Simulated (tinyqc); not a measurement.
Heisenberg magnet: exchange from energy differences, ordering vector, linear spin waves and ordering temperature. Inputs raised by 2 %, one at a time. Computed by tinyqc, a small Python program. Command: `OMP_NUM_THREADS=1 python tinyqc.py 3017558 3017559 out.jsonl magnon sens`. One thread of a shared host (Intel(R) Xeon(R) Processor @ 2.30GHz), about 1 s of CPU time with the checks.

H = -sum over pairs <ij> J_ij S_i.S_j - K sum_i (S_i^z)^2, each pair once, J > 0 ferromagnetic. First neighbours: 12 at a (0.5, 0.5, 0), second: 6 at a (1, 0, 0), with all permutations and signs.

Inputs (values chosen for the exercise, for a model magnet): exchange J1 = 0.248 meV; exchange J2 = -0.038 meV; spin S = 3.5; single-ion anisotropy K = 0.014 meV; lattice constant a = 4.72 angstrom; mesh divisions n = 24.

Lattice: fcc. Order: ferromagnetic.

wave vector q (2 pi/a): [0.39, 0.062, 0.27]

Constants: h x 1 THz = 4.135667696 meV; k_B = 8.617333262e-05 eV/K.

Method:
- J(q) = J1 g1(q) + J2 g2(q), g_s(q) = sum over shell s of cos(q.R).
- g_s(q) = sum over shell s of cos(q.R), z1 = g1(0). E(q) = S [J(0) - J(q)] + (2S - 1) K, J(q) = J1 g1 + J2 g2. The factor 2S - 1 removes the anisotropy for S = 1/2.
- sum R_x^2 over the shells is s1 = 2 a^2 and s2 = 2 a^2. E = gap + D q^2 with D = (S/2)(J1 s1 + J2 s2) and gap = (2S - 1) K.
- Mesh: q = sum_i (m_i + 1/2)/n b_i, m_i = 0..n-1, b = [[-1, 1, 1], [1, -1, 1], [1, 1, -1]] in 2 pi/a; <..> is the mean over the mesh.
- K left out. Mean field: k_B T = S (S + 1) J(Q)/3 at the ordering vector Q; random-phase (Tyablikov): k_B T = [S (S + 1)/3] / <1/(J(Q) - J(q))>; Curie-Weiss theta = S (S + 1) J(0)/(3 k_B).

Runs; columns: (1) input moved; (2) from; (3) to; (4) E(q) (meV); (5) stiffness D (meV angstrom^2); (6) mean-field ordering temperature (K); (7) random-phase ordering temperature (K):
```
(1)                               (2)       (3)     (4)     (5)     (6)     (7)
base run                            -         -  5.5255  16.375  167.42  122.01
exchange J1 (meV)               0.248   0.25296  5.6501  16.761  171.04  124.75
exchange J2 (meV)              -0.038  -0.03876  5.5097  16.315  167.14  121.71
spin S                            3.5      3.57  5.6363  16.702  173.42  126.39
single-ion anisotropy K (meV)   0.014   0.01428  5.5272  16.375  167.42  122.01
lattice constant a (angstrom)    4.72    4.8144  5.5255  17.036  167.42  122.01
```

Exponents ln(y'/y) / ln(x'/x):
```
input                      E(q)  stiffness D  mean-field ordering temperature  random-phase ordering temperature
exchange J1               1.126        1.179                            1.082                              1.120
exchange J2              -0.145       -0.183                           -0.084                             -0.123
spin S                    1.003        1.000                            1.779                              1.779
single-ion anisotropy K   0.015        0.000                            0.000                              0.000
lattice constant a        0.000        2.000                            0.000                              0.000
```

Among the inputs moved here: E(q) answers most in size to exchange J1 (exponent +1.126), next to spin S (+1.003); its exponent is below 0.0005 for lattice constant a. Stiffness D answers most in size to lattice constant a (exponent +2.000), next to exchange J1 (+1.179); its exponent is below 0.0005 for single-ion anisotropy K. Its exponent +1.000 in spin S: linear spin waves scale with S. Its exponent +2.000 in lattice constant a: D carries R^2. Mean-field ordering temperature answers most in size to spin S (exponent +1.779), next to exchange J1 (+1.082); its exponent is below 0.0005 for single-ion anisotropy K, lattice constant a. Random-phase ordering temperature answers most in size to spin S (exponent +1.779), next to exchange J1 (+1.120); its exponent is below 0.0005 for single-ion anisotropy K, lattice constant a.
